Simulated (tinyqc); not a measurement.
Inversion-layer mobility, back-scattering and ballistic limit of a field-effect transistor: one step, computed by the program tinyqc.

The charge at the top of the source barrier is fixed by the gate; series resistance and short-channel effects are left out. F_j are Fermi integrals normalised to exp(eta) in the classical limit.

Question. Ballistic limit. F_j(eta) = (1/Gamma(j + 1)) int_0^infinity x^j/(1 + exp(x - eta)) dx, F_0 = ln(1 + exp(eta)). Integrals over x = E/(k_B T) use 160 Gauss-Legendre points in u = sqrt(x) from 0 to sqrt(max(eta, 0) + 32). Ballistic channel: N_2D = g_v m k_B T/(pi hbar^2), U = e V_D/(k_B T); eta_F solves N_inv = (N_2D/2)[F_0(eta_F) + F_0(eta_F - U)]; v_T = sqrt(2 k_B T/(pi m)); I/W = e (N_2D/2) v_T [F_1/2(eta_F) - F_1/2(eta_F - U)]; injection velocity v_T F_1/2(eta_F)/F_0(eta_F).

Inputs (values chosen for the exercise, modelled on a strained silicon n-channel):

| quantity | value | unit |
|---|---|---|
| transport mass m | 0.18 | m_0 |
| valley degeneracy g_v | 2 | - |
| drain voltage V_D | 1.1 | V |
| temperature T | 300 | K |

Statistics at the top of the barrier: Fermi-Dirac.

inversion density N_inv = 1.062243e+13 1/cm^2

Constants: m_0 = 9.1093837015e-31 kg; k_B = 1.380649e-23 J/K; hbar = 1.054571817e-34 J s; k_B = 8.617333262e-05 eV/K; e = 1.602176634e-19 C.

Give: N_2D; eta_F; thermal velocity v_T; injection velocity; ballistic current I/W.

Answer.

N_2D = 3.8877e+12 1/cm^2

eta_F = 5.4604

thermal velocity v_T = 1.2681 1e7 cm/s

injection velocity = 2.3231 1e7 cm/s

ballistic current I/W = 3953.7 microampere/micrometre

Degeneracy raises the injection velocity by a factor 1.83.
